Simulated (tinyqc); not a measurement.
Smearing for a one-band metal on the fcc lattice: one step. Levels on the mesh. Three cases, with inputs chosen for the exercise.

Question. Evaluate the band and collect equal energies with their counts.

Lattice vectors (units of a): a1 = (0, 1/2, 1/2), a2 = (1/2, 0, 1/2), a3 = (1/2, 1/2, 0). E(k) = -t A_1(k) - t2 A_2(k), A_m the sum of cos(k . R) over the 12 nearest and 6 second lattice vectors. Mesh k = sum (j_i/N) b_i, j_i = 0 .. N-1.

Give: Distinct levels.

Case 1.

Values chosen:
- t = 1.47 eV (nearest hopping)
- t2 = 0.29 eV (second hopping)
- N = 4 (unshifted mesh)

Answer.

Distinct levels:
```
E_k (eV)  points
-19.3800       1
-8.8200        8
-6.4600        6
0.5800        12
1.7400         4
2.9400        24
4.1400         3
5.3000         6
```

8 distinct levels; the mean spacing is 3.526 eV.

Case 2.

Values chosen:
- t = 0.38 eV (nearest hopping)
- t2 = -0.07 eV (second hopping)
- N = 4 (unshifted mesh)

Answer.

Distinct levels:
```
E_k (eV)  points
-4.1400        1
-2.2800        8
-1.3800        6
-0.4200        4
-0.1400       12
0.7600        24
1.6600         6
1.9400         3
```

8 distinct levels; the mean spacing is 0.869 eV.

Case 3.

Values chosen:
- t = 1.38 eV (nearest hopping)
- t2 = 0.14 eV (second hopping)
- N = 5 (unshifted mesh)

Answer.

Distinct levels:
```
E_k (eV)  points
-17.4000       1
-11.0982       8
-9.2650        6
-3.7656       12
-0.9018        8
-0.7994       24
2.5994        24
2.7650         6
4.0000        24
4.8656        12
```

10 distinct levels; the mean spacing is 2.474 eV.

Computed by tinyqc, one run a case: `OMP_NUM_THREADS=1 python tinyqc.py N N+1 out.jsonl` with N = 1650488, 1650826, 1650828; one thread of a shared Intel(R) Xeon(R) Processor @ 2.30GHz, about 0.3 s a run at most.
